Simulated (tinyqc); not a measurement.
Changing the emission angle from the normal: X-ray photoelectron analysis of a thin oxide on a semiconductor: attenuation lengths, thickness, angle series and band offsets. Computed by tinyqc, a small Python program. Command: `OMP_NUM_THREADS=1 python tinyqc.py 3110756 3110757 out.jsonl xps sweep`. One thread of a shared host (Intel(R) Xeon(R) Processor @ 2.30GHz), about 0.01 s of CPU time with the checks.

The same element is seen in the oxide and in the substrate, at nearly the same kinetic energy; films are flat and uniform, and the work function is ignored.

Inputs (values chosen for the exercise, modelled on SiO2 on silicon):

| quantity | value | unit |
|---|---|---|
| photon energy | 1486.6 | eV |
| binding energy of the core level | 99.4 | eV |
| oxide density | 2.18 | g/cm^3 |
| oxide formula mass | 60.08 | g/mol |
| valence electrons per oxide formula | 16 | - |
| oxide gap | 9.06 | eV |
| substrate density | 2.33 | g/cm^3 |
| substrate formula mass | 28.09 | g/mol |
| valence electrons per substrate formula | 4 | - |
| substrate gap | 1.12 | eV |
| oxide thickness d | 3.7 | nm |
| attenuation length over inelastic mean free path | 0.86 | - |
| carbon overlayer | 0.39 | nm |
| counts in the two peaks together | 100000 | - |

Method:
- TPP-2M: lambda = E/(E_p^2 [b ln(c E) - C/E + D/E^2]) in angstrom, E_p = 28.8 sqrt(N_v rho/M), b = -0.10 + 0.944/sqrt(E_p^2 + E_g^2) + 0.069 rho^0.1, c = 0.191/sqrt(rho), U = N_v rho/M, C = 1.97 - 0.91 U, D = 53.4 - 20.8 U, with E = photon energy less binding energy in eV.
- Attenuation length L = factor x lambda.
- R_0 = (rho_o/M_o) L_o/((rho_s/M_s) L_s); peak ratio R = I_ox/I_sub = R_0 [exp(d/(L_o cos theta)) - 1]; hence d = L_o cos theta ln(1 + R/R_0). A carbon layer weakens both peaks alike, by exp(-d_C/(L_o cos theta)) if its L is taken equal to L_o. This R_0 leaves out intrinsic losses from the substrate peak, so calibrated values can be larger.
- With x = d/(L_o cos theta): d ln d/d ln R = (1 - exp(-x))/x = -d ln d/d ln R_0; counting error of R = 1/sqrt(N f (1 - f)), f the oxide share, which times the sensitivity gives that of d; an angle error adds tan(theta) d theta; d is proportional to L_o at fixed R_0. Assumed errors: 5 % in R_0, 1 degree, 5 % in L_o.

One run for each value:

| emission angle from the normal (degrees) | ratio R | depth 3 L_o cos theta (nm) | angle (%) | attenuation by carbon |
|---|---|---|---|---|
| 0 | 1.11 | 10.11 | 0.000 | 0.8908 |
| 9 | 1.13 | 9.99 | 0.276 | 0.8895 |
| 18 | 1.20 | 9.62 | 0.567 | 0.8855 |
| 27 | 1.35 | 9.01 | 0.889 | 0.8782 |
| 36 | 1.60 | 8.18 | 1.268 | 0.8668 |
| 45 | 2.07 | 7.15 | 1.745 | 0.8491 |
| 54 | 3.04 | 5.94 | 2.402 | 0.8214 |
| 63 | 5.67 | 4.59 | 3.425 | 0.7751 |
| 72 | 18.80 | 3.13 | 5.372 | 0.6877 |

Describe the trends.

Over the rows, ratio R rises from 1.11 to 18.8; depth 3 L_o cos theta (nm) falls from 10.1 to 3.13; angle (%) rises from 0 to 5.37.

Caution (rows 63.0, 72.0): beyond about 60 degrees elastic scattering and roughness make a single attenuation length unreliable.

Extremes, crossings and ranges named in words are read from the listed rows.
